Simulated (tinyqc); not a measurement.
## Field from the transmission

Problem. The left lead has its band edge at 0; for x > 0 the edge falls without end, U(x) = U0 - F x, with mass m1. No transverse momentum; C = hbar^2/(2 m0); psi and psi'/m are continuous at x = 0. The outgoing solution is Bi(z) + i Ai(z). Energy scale e = (C F^2/m1)^(1/3), z(x) = (U(x) - E)/e, s = (dz/dx)/m1 = -F/(e m1); v = k/m in a lead. With the Airy functions at z = z(0): g = s (Bi' + i Ai')/(Bi + i Ai), r = (i vL - g)/(i vL + g), T(E) = 1 - |r|^2 = 4 vL Im(g)/|i vL + g|^2, vL = sqrt(mL E/C)/mL. Find F, known to lie between 0.048 and 0.76 V/nm, and z(0).

Values chosen for this exercise: mass in the left lead mL = 0.042 m0; barrier edge at x = 0 U0 = 1.2 eV; mass in the barrier m1 = 0.15 m0; electron energy E = 0.522 eV.

Constants: q = 1.602176634e-19 C, hbar = 1.054571817e-34 J s, m0 = 9.1093837015e-31 kg, hbar^2/(2 m0) = 0.0380998212 eV nm^2. Results are converted to the units shown.

T(E) = 7.3190226e-4

Answer. Over that range T(E) rises steadily with F, so there is one root, found by bisection.

F = 0.1900 V/nm
z(0) = 3.239

Numbers from tinyqc (`OMP_NUM_THREADS=1 python tinyqc.py 2580036 2580037 out.jsonl`; about 0.01 s on one thread of a shared Intel Xeon 2.30GHz).
